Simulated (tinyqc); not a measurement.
Illuminated p-n diode, drift-diffusion by the Gummel loop with Scharfetter-Gummel fluxes: two steps of the calculation.

Abrupt junction at x = 0, p side from -Lp, n side to Ln, ohmic contacts. psi is counted from the intrinsic level; n = ni exp((psi - phin)/Vt), p = ni exp((phip - psi)/Vt). Contacts: p side psi = V - Vt ln(Na/ni), p = Na, n = ni^2/Na; n side psi = Vt ln(Nd/ni), n = Nd, p = ni^2/Nd. Constant mobilities, D = mu Vt, Boltzmann statistics, SRH recombination through a mid-gap level, U = (n p - ni^2)/(tp (n + ni) + tn (p + ni)). Current is positive from the p contact to the n contact.

Values chosen for this exercise; band and dielectric values close to those of silicon: temperature T = 300 K; relative permittivity eps_r = 11.6; acceptor density of the p side Na = 4.4e16 cm^-3; donor density of the n side Nd = 1.3e16 cm^-3; electron mobility mun = 1100 cm^2/(V s); hole mobility mup = 370 cm^2/(V s); SRH lifetime of electrons tn = 1e-8 s; SRH lifetime of holes tp = 4e-8 s; uniform generation rate G = 2e20 cm^-3 s^-1; bias of the p contact V = 0.31 V.

Constants: q = 1.602176634e-19 C, kB = 1.380649e-23 J/K, Vt = kB T/q, eps0 = 8.8541878128e-14 F/cm where lengths are in cm. Results are converted to the units shown.

Task 1. Poisson equation. With phin and phip held, solve a_i (psi_(i+1) - psi_i) - a_(i-1) (psi_i - psi_(i-1)) + q w_i (p_i - n_i + C_i) = 0 for the inner nodes by Newton steps to convergence; a_i = eps0 eps_r/h_i, h_i = x_(i+1) - x_i, w_i = (h_(i-1) + h_i)/2, C = -Na or +Nd.

```
node  x (nm)  phin at the start (V)  phip at the start (V)
0      -1400                   0.31                   0.31
1       -812                      0                   0.31
2       -455                      0                   0.31
3       -237                      0                   0.31
4       -105                      0                   0.31
5      -24.5                      0                   0.31
6       24.5                      0                   0.31
7       96.9                      0                   0.31
8        204                      0                   0.31
9        362                      0                   0.31
10       595                      0                   0.31
11       940                      0                      0
```

ni = 8.7990865e9 cm^-3

Give: psi; n after Poisson; p after Poisson.

Result 1.

```
node  psi (V)  n after Poisson (cm^-3)  p after Poisson (cm^-3)
0     -0.0888                     1760                 4.400e16
1     -0.0888                  2.839e8                 4.400e16
2     -0.0888                  2.839e8                 4.400e16
3     -0.0887                  2.842e8                 4.396e16
4     -0.0874                  2.996e8                 4.169e16
5     -0.0558                  1.018e9                 1.227e16
6      0.1205                 9.311e11                 1.342e13
7      0.2918                 7.012e14                 1.782e10
8      0.3607                 1.008e16                  1.239e9
9      0.3670                 1.287e16                  9.705e8
10     0.3672                 1.300e16                  9.611e8
11     0.3672                 1.300e16                     5956
```

Task 2. Recombination and current. U_i as defined. J = Jn at the p contact + Jp at the n contact + q sum w_i U_i - q G sum w_i over the inner nodes, which avoids differences of large majority fluxes: Jn = (q mun Vt/h_0)[n_1 B(d_0) - n_0 B(-d_0)], Jp = (q mup Vt/h_last)[p_(N-1) B(d_last) - p_N B(-d_last)], d_i = (psi_(i+1) - psi_i)/Vt, B(d) = d/(exp(d) - 1), w_i = (h_(i-1) + h_i)/2.

```
node  x (nm)  converged psi (V)  converged n (cm^-3)  converged p (cm^-3)
0      -1400        -0.08876845            1759.6346               4.4e16
1       -812        -0.08876834         1.5549381e10         4.4000015e16
2       -455        -0.08876816         1.3218883e10         4.3999789e16
3       -237        -0.08874613          7.4256865e9         4.3962352e16
4       -105        -0.08737591          2.5597161e9         4.1692945e16
5      -24.5        -0.05575899          1.3839134e9         1.2272183e16
6       24.5         0.12051505         9.3170347e11         1.3417583e13
7       96.9         0.29176352         7.0121720e14         1.8946746e10
8        204         0.36067573         1.0081508e16          4.4883614e9
9        362         0.36699357         1.2872417e16         1.1520862e10
10       595         0.36724393         1.2997662e16         1.5187902e10
11       940         0.36724865               1.3e16            5955.6863
```

ni = 8.7990865e9 cm^-3

Find: U; Jn at the p contact; Jp at the n contact; recombination; generation; J.

Result 2.

U, node 0 to 11 (cm^-3 s^-1): [0, 1.5549e18, 1.3219e18, 7.4257e17, 2.5597e17, 1.3839e17, 7.2730e19, 4.7366e17, 1.1221e17, 2.8802e17, 3.7970e17, 0]
Jn at the p contact = 0.0012048 A/cm^2
Jp at the n contact = 6.7460e-4 A/cm^2
recombination = 9.4833e-5 A/cm^2
generation = 0.0060034 A/cm^2
J = -0.0040291 A/cm^2

Numbers from tinyqc (`OMP_NUM_THREADS=1 python tinyqc.py 2240072 2240073 out.jsonl`; about 0.5 s on one thread of a shared Intel Xeon 2.30GHz).
